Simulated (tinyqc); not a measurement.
Worked calculation: tight binding, honeycomb lattice. One step of it, computed by the program tinyqc.

Problem. Bloch Hamiltonian at k. H_AB = -t1 (1 + exp(-i k.a1) + exp(-i k.a2)); H_AA = delta - 2 t2 sum cos(k.b + phi), H_BB = -delta - 2 t2 sum cos(k.b - phi), b = a1, a2 - a1, -a2.

Parameters chosen for this model:
```
parameter     value                        unit
t1         1.690000                 eV, nearest
t2         0.180000       eV, second neighbours
phi        2.170000  rad, phase of t2 (Haldane)
delta             0          eV, +/- on A and B
```

k point k (fractions of the reciprocal vectors): [-0.270000, 0.420000]

Give: H(k) at k.

Solution.

H(k) at k (eV), order A, B:
$$\begin{pmatrix}
-0.9927 & 0.0028-0.8625i \\
0.0028+0.8625i & 0.4365
\end{pmatrix}$$
